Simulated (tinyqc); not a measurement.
Silicon n-p-n transistor, Gummel numbers and transit times: one step of the calculation.

One-dimensional n-p-n transistor in the forward active mode at low injection. In the base p(x) = NB exp(-eta x/wb) and ni(x)^2 = ni^2 exp((g0 + g1 x/wb)/Vt); electrons leave the base at vsat; band spikes at the emitter junction and recombination inside the emitter are ignored.

Problem. Gain, Early voltage and collector delay. ni = sqrt(Nc Nv) exp(-Eg/(2 Vt)), Eg in volts; GE = NE exp(-gE/Vt)(we/Dp + 1/Se); JC = J0 exp(VBE/Vt), J0 = q ni^2/GB; gain limited by back injection GE/GB, by base recombination tb/tauB, together 1/beta = the sum of the inverses; collector layer one-sided, Wc = sqrt(2 eps0 eps_r (Vbc + VCB)/(q NC)), Vbc = Vt ln(p(wb) NC/ni^2), Cjc = eps0 eps_r/Wc; Early voltage VA = GB q p(wb)/(f(wb) Cjc [1/Dn - (eta + g1/Vt)/(wb vsat)]), f(wb) = p(wb) exp(-(g0 + g1)/Vt), p(wb) = NB exp(-eta); tauC = Wc/(2 vsat).

Parameters, values chosen for the exercise; band and dielectric values close to those of silicon:
- T = 300 K (temperature)
- Eg = 1.13 eV (band gap)
- eps_r = 11.6 (relative permittivity)
- Nc = 2.82e19 cm^-3 (conduction-band density of states at T)
- Nv = 2.63e19 cm^-3 (valence-band density of states at T)
- vsat = 9.87e6 cm/s (saturation velocity)
- wb = 320 nm (neutral base width)
- NB = 2.3e18 cm^-3 (base doping at the emitter edge)
- eta = 0 (doping falls as exp(-eta x/wb))
- g0 = 0 eV (gap reduction at the emitter edge of the base)
- g1 = 0 eV (further gap reduction across the base (linear))
- Dn = 4.6 cm^2/s (electron diffusion coefficient in the base)
- NE = 3e20 cm^-3 (emitter doping)
- gE = 0.077 eV (gap reduction in the emitter (negative: wider gap))
- we = 270 nm (neutral emitter width)
- Dp = 1.6 cm^2/s (hole diffusion coefficient in the emitter)
- Se = 8e6 cm/s (recombination velocity at the emitter contact)
- tb = 4e-8 s (electron lifetime in the base)
- NC = 1.2e16 cm^-3 (collector doping)
- VCB = 0.1 V (collector-base reverse bias)

Constants: q = 1.602176634e-19 C, kB = 1.380649e-23 J/K, Vt = kB T/q, eps0 = 8.8541878128e-14 F/cm where lengths are in cm. Results are converted to the units shown.

GB = 1.6233029e13 s/cm^4
tauB = 114.54650 ps

Give: ni; GE; J0; GE/GB; tb/tauB; beta; Wc; Cjc; VA; tauC.

Solution.

ni = 8.7805e9 cm^-3
GE = 2.5943e14 s/cm^4
J0 = 7.6094e-13 A/cm^2
GE/GB = 15.982
tb/tauB = 349.20
beta = 15.282
Wc = 321.32 nm
Cjc = 0.31965 fF/um^2
VA = 374.28 V
tauC = 1.6278 ps

The gain is limited more by back injection into the emitter. beta VA = 5720 V.

Range of the model: Heavy doping makes emitter or base degenerate; gE and g0 are to be read as apparent gap changes that include this.

Computed by the program tinyqc: `OMP_NUM_THREADS=1 python tinyqc.py 2320080 2320081 out.jsonl`, one thread of a shared Intel Xeon 2.30GHz, about 0.01 s for the whole run.
